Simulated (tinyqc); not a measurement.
# Hot electrons in a saturated n-channel MOSFET, lucky-electron model: several studies

Beyond pinch-off the lateral field grows as Esat cosh(y/l) over the velocity-saturated region (pseudo-two-dimensional model). Impact ionisation in this region gives the substrate current, which biases the body forward through Rsub. Currents are per width. Local-field laws: they overstate ionisation when the field peak is narrower than an energy relaxation length.

Parameters, values chosen for the exercise; values close to those of silicon n-channel devices:
```
symbol,value,unit,meaning
L,1.2,um,channel length
tox,24,nm,oxide thickness
xj,450,nm,junction depth
VT,0.78,V,threshold
mu,430,cm^2/(V s),effective mobility
vs,9.3e6,cm/s,saturation velocity
Ai,2e6,1/cm,ionisation prefactor
Bi,1.87,MV/cm,ionisation field
Rd,400,ohm um,resistance of the lightly doped drain
Rsub,15000,ohm um,substrate resistance
kb,0.42,,fall of VT per volt of forward body bias
m,2.8,,lifetime exponent
Hl,33000,s uA/um,lifetime constant
Vd,4.3,V,drain voltage
Vg,2,V,gate voltage
```

Constants: eps0 = 8.8541878128e-14 F/cm where lengths are in cm. Results are converted to the units shown.

Each table varies one quantity; the others keep the values above.

## Effect of the junction depth

Cox = 3.9 eps0/tox, l = sqrt(3 tox xj), Esat = 2 vs/mu. Overdrive g = Vg - VT + kb Vb; Vdsat = g Esat L/(g + Esat L); Id = Cox vs (g - Vdsat); dV = Vd - Id Rd - Vdsat; Em = sqrt((dV/l)^2 + Esat^2); Isub = Id (Ai/Bi) l Em exp(-Bi/Em). Vb = Rsub Isub is solved self-consistently. Lifetime tau = (Hl/Id)(Isub/Id)^(-m); 1 year = 3.15576e7 s.

Result of one run:

| xj (nm) | Id (uA/um) | Em (MV/cm) | Isub (uA/um) | Isub/Id | tau (years) |
|---|---|---|---|---|---|
| 180 | 31.12 | 0.2930 | 0.1877 | 0.006033 | 55.07 |

What becomes of these results when the junction depth xj is changed from 180 to 830 nm, all else the same?

Result of the changed run:

| xj (nm) | Id (uA/um) | Em (MV/cm) | Isub (uA/um) | Isub/Id | tau (years) |
|---|---|---|---|---|---|
| 830 | 31.07 | 0.1417 | 2.146e-4 | 6.907e-6 | 9.485e9 |

The whole series:

| xj (nm) | Id (uA/um) | Em (MV/cm) | Isub (uA/um) | Isub/Id | tau (years) |
|---|---|---|---|---|---|
| 180 | 31.12 | 0.2930 | 0.1877 | 0.006033 | 55.07 |
| 240 | 31.09 | 0.2547 | 0.07210 | 0.002319 | 801.3 |
| 330 | 31.07 | 0.2184 | 0.02138 | 6.881e-4 | 2.408e4 |
| 450 | 31.07 | 0.1884 | 0.005495 | 1.769e-4 | 1.080e6 |
| 610 | 31.07 | 0.1633 | 0.001208 | 3.889e-5 | 7.511e7 |
| 830 | 31.07 | 0.1417 | 2.146e-4 | 6.907e-6 | 9.485e9 |
| 1100 | 31.07 | 0.1250 | 3.710e-5 | 1.194e-6 | 1.292e12 |

As xj goes from 180 to 1100 nm, Em falls from 0.293 to 0.125 MV/cm, Isub falls from 0.188 to 3.71e-5 uA/um and tau rises from 55.1 to 1.29e12 years. From the first row to the last, log10(tau) changes by 10: 10 from (Isub/Id)^(-m), which holds Em and l, and under 0.005 from 1/Id. For xj = 330 to 1100 nm tau is a far extrapolation that only says that hot carriers are no limit.

## Effect of the resistance of the lightly doped drain

Same model as above.

Results:

| Rd (ohm um) | Id (uA/um) | Em (MV/cm) | Isub (uA/um) | Isub/Id | tau (years) |
|---|---|---|---|---|---|
| 0 | 31.07 | 0.1890 | 0.005713 | 1.839e-4 | 9.691e5 |
| 150 | 31.07 | 0.1888 | 0.005631 | 1.812e-4 | 1.009e6 |
| 300 | 31.07 | 0.1885 | 0.005549 | 1.786e-4 | 1.051e6 |
| 800 | 31.07 | 0.1877 | 0.005284 | 1.701e-4 | 1.206e6 |
| 1200 | 31.07 | 0.1870 | 0.005080 | 1.635e-4 | 1.346e6 |
| 1600 | 31.07 | 0.1863 | 0.004883 | 1.572e-4 | 1.504e6 |

Estimate the missing row, Rd = 500 ohm um.

Computed row:

| Rd (ohm um) | Id (uA/um) | Em (MV/cm) | Isub (uA/um) | Isub/Id | tau (years) |
|---|---|---|---|---|---|
| 500 | 31.07 | 0.1882 | 0.005442 | 1.752e-4 | 1.110e6 |

With this row back in the table: As Rd goes from 0 to 1600 ohm um, Em falls from 0.189 to 0.186 MV/cm, Isub falls from 0.00571 to 0.00488 uA/um and tau rises from 9.69e5 to 1.50e6 years. From the first row to the last, log10(tau) changes by 0.19: 0.19 from (Isub/Id)^(-m), which holds Em and l, and under 0.005 from 1/Id. The price is 0.0497 V dropped over Rd in the last row. In every row tau is a far extrapolation that only says that hot carriers are no limit.

## Effect of the gate voltage

Same model as above.

Results:

| Vg (V) | Id (uA/um) | Em (MV/cm) | Isub (uA/um) | Isub/Id | tau (years) |
|---|---|---|---|---|---|
| 0.93 | 0.56377 | 0.23480 | 8.8587e-4 | 0.0015713 | 1.3145e5 |
| 1.35 | 7.5476 | 0.21459 | 0.0051207 | 6.7846e-4 | 1.0312e5 |
| 2.19 | 40.304 | 0.18162 | 0.0047570 | 1.1803e-4 | 2.5853e6 |
| 2.61 | 63.829 | 0.16797 | 0.0030178 | 4.7280e-5 | 2.1150e7 |
| 3.04 | 91.729 | 0.15552 | 0.0016465 | 1.7950e-5 | 2.2158e8 |
| 3.46 | 122.11 | 0.14460 | 8.2257e-4 | 6.7365e-6 | 2.5886e9 |
| 3.88 | 155.10 | 0.13475 | 3.7805e-4 | 2.4374e-6 | 3.5106e10 |
| 4.3 | 190.33 | 0.12580 | 1.6138e-4 | 8.4787e-7 | 5.5027e11 |

Estimate the missing row, Vg = 1.77 V.

Computed row:

| Vg (V) | Id (uA/um) | Em (MV/cm) | Isub (uA/um) | Isub/Id | tau (years) |
|---|---|---|---|---|---|
| 1.77 | 21.220 | 0.19703 | 0.0060804 | 2.8654e-4 | 4.0978e5 |

With this row back in the table: As Vg goes from 0.93 to 4.3 V, Em falls from 0.235 to 0.126 MV/cm, Isub goes from 8.86e-4 through a maximum of 0.00608 (at Vg = 1.77 V among the rows listed) to 1.61e-4 uA/um and tau goes from 1.31e5 through a minimum of 1.03e5 (at Vg = 1.35 V among the rows listed) to 5.50e11 years. Id grows with Vg while the rising Vdsat lowers the field, hence the bell shape; the peak row has Vg/Vd = 0.41. In every row tau is a far extrapolation that only says that hot carriers are no limit.

Program tinyqc, `OMP_NUM_THREADS=1 python tinyqc.py 2550064 2550065 out.jsonl`; Intel Xeon 2.30GHz, shared host, one thread, about 0.01 s.
